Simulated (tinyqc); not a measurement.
Admittance spectroscopy and thermally stimulated current of one trap level in a depletion layer: one step, computed by the program tinyqc.

A Schottky junction on n-type material holds one donor-like electron trap; shallow donors are fully ionised and abrupt depletion edges are assumed.

Task: The capacitance step. With E_c - E_F = k_B T_p ln(N_c/N): lambda = sqrt(2 eps eps_0 (E_t - (E_c - E_F))/(e^2 N)); traps are empty and charged for x < x_t = w - lambda, and V_b = e (N w^2 + N_t x_t^2)/(2 eps eps_0). High frequency: C_hf = eps eps_0/w. Low frequency: C_lf = eps eps_0 (N + N_t)/(N w + N_t x_t).

Inputs (values chosen for the exercise, modelled on n-type germanium):
```
quantity,value,unit
dielectric constant eps,16.3,-
shallow doping N,2.6e+16,1/cm^3
trap density N_t,3.7e+15,1/cm^3
trap depth E_t below the band,0.165,eV
band bending V_b,0.46,V
```

E_c - E_F = k_B T_p ln(N_c/N) = 0.06591010 eV

Constants: eps_0 = 8.8541878128e-12 F/m; e = 1.602176634e-19 C.

Give: lambda; depletion width w; crossing point x_t; C_hf; C_lf; step (C_lf - C_hf)/C_hf; small-N_t estimate (N_t/N)(lambda/w).

Result:

lambda = 82.86 nm

depletion width w = 175.1 nm

crossing point x_t = 92.25 nm

C_hf = 82.42 nF/cm^2

C_lf = 87.58 nF/cm^2

step (C_lf - C_hf)/C_hf = 0.06264

small-N_t estimate (N_t/N)(lambda/w) = 0.06734

Reading N_t/N straight from the step would give 0.0626 against the true 0.142: the factor lambda/w must be known.
